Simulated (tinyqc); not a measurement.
Worked calculation: three-band tight binding of a dichalcogenide monolayer. Values are carried at full precision from step to step, so a last printed digit may differ when a step is redone from the rounded ones.

Basis dz2, dxy, dx2-y2 on a triangular lattice, nearest neighbours; alpha = kx a/2, beta = sqrt3 ky a/2. h0 = e1 + 2 t0 (cos 2alpha + 2 cos alpha cos beta); h1 = -2 sqrt3 t2 sin alpha sin beta + 2i t1 (sin 2alpha + sin alpha cos beta); h2 = 2 t2 (cos 2alpha - cos alpha cos beta) + 2i sqrt3 t1 cos alpha sin beta; h11 = e2 + 2 t11 cos 2alpha + (t11 + 3 t22) cos alpha cos beta; h22 = e2 + 2 t22 cos 2alpha + (3 t11 + t22) cos alpha cos beta; h12 = sqrt3 (t22 - t11) sin alpha sin beta + 4i t12 sin alpha (cos alpha - cos beta) + i lam sz. H = [[h0, h1, h2], [., h11, h12], [., ., h22]], Hermitian; the lowest band of each spin is filled. K = (4 pi/3a, 0), M = (pi/a, pi/(sqrt3 a)).

Parameters, chosen for this exercise (near a published set for monolayer MoTe2; shifted at random, so the results belong to these values and not to a real crystal):
- a = 3.558 angstrom (lattice constant)
- e1 = 0.608 eV (level of dz2)
- e2 = 1.956 eV (level of dxy and dx2-y2)
- t0 = -0.169 eV (hopping)
- t1 = 0.23 eV (hopping)
- t2 = 0.398 eV (hopping)
- t11 = 0.205 eV (hopping)
- t12 = 0.24 eV (hopping)
- t22 = 0.251 eV (hopping)
- lam = 0.109 eV (spin-orbit constant)
- sz = 1 (spin)
- k = (1.18, 0.16) 1/angstrom (wave vector)

## H at one k

Form alpha, beta and the matrix.

alpha, beta (rad): [2.09922, 0.49301]

H (eV), rows z2, xy, x2-y2 and columns alike:
$$\begin{pmatrix}
1.0744 & -0.5635-0.0506i & -0.0378-0.1901i \\
-0.5635+0.0506i & 1.3290 & 0.0326-1.0393i \\
-0.0378+0.1901i & 0.0326+1.0393i & 1.3246
\end{pmatrix}$$

## Levels and weights

Diagonalise H.

levels (eV): [0.0125, 1.2875, 2.4280]

weights, rows z2, xy, x2-y2; columns band 1, band 2, band 3:
$$\begin{pmatrix}
0.210 & 0.743 & 0.048 \\
0.440 & 0.031 & 0.529 \\
0.350 & 0.226 & 0.424
\end{pmatrix}$$

## Closed forms at K and Gamma

Three-band model of dz2 (level e1) and dxy, dx2-y2 (level e2), spin sz = +/-1; t1 and t2 drop out at these points. At K: e2 - (3/2)(t11 + t22) - 3 sqrt3 t12 + lam sz (valence), e1 - 3 t0 (conduction), e2 - (3/2)(t11 + t22) + 3 sqrt3 t12 - lam sz. At Gamma: e1 + 6 t0 (valence) and e2 + 3 (t11 + t22) -/+ lam.

Levels (eV):
```
point          band 1  band 2  band 3
K, spin up     0.1339  1.1150  2.4101
K, spin down  -0.0841  1.1150  2.6281
Gamma         -0.4060  3.2150  3.4330
```

smallest direct gap at K = 0.9811 eV
Ev(K) - Ev(Gamma) = 0.5399 eV

Of the two points, the valence band is higher at K, by 540 meV. The dz2 conduction state at K has no atomic orbital angular momentum (Lz = 0) and is not split at this order.

## Bands for both spins

The two lowest bands at the points named.

Levels (eV):
```
k           v, up   c, up  v, down  c, down
G         -0.4060  3.2150  -0.4060   3.2150
G-K 0.25  -0.2914  2.9278  -0.2989   2.9200
G-K 0.5   -0.1783  2.4520  -0.2319   2.3259
G-K 0.6   -0.1763  2.1830  -0.2580   2.0504
G-K 0.75  -0.1174  1.6654  -0.2477   1.5868
G-K 0.9    0.0608  1.2282  -0.1317   1.2057
K          0.1339  1.1150  -0.0841   1.1150
K-M 0.5   -0.1538  1.3862  -0.2776   1.3587
M         -0.3581  1.4059  -0.3581   1.4059
M-G 0.5   -0.2068  2.3495  -0.2068   2.3495
```

The spins are degenerate from M to Gamma, since a vertical mirror plane holds this line and flips sz, and the valence splitting is largest at K (218 meV). The lowest conduction level listed is at K. With nearest neighbours alone the model is made for the neighbourhood of K.

## Checks

- Closed forms at K against the matrix: they agree to 1e-10 or better.

tinyqc: `OMP_NUM_THREADS=1 python tinyqc.py 1452689 1452690 out.jsonl`; about 0.02 s, one thread, shared Intel(R) Xeon(R) Processor @ 2.30GHz.
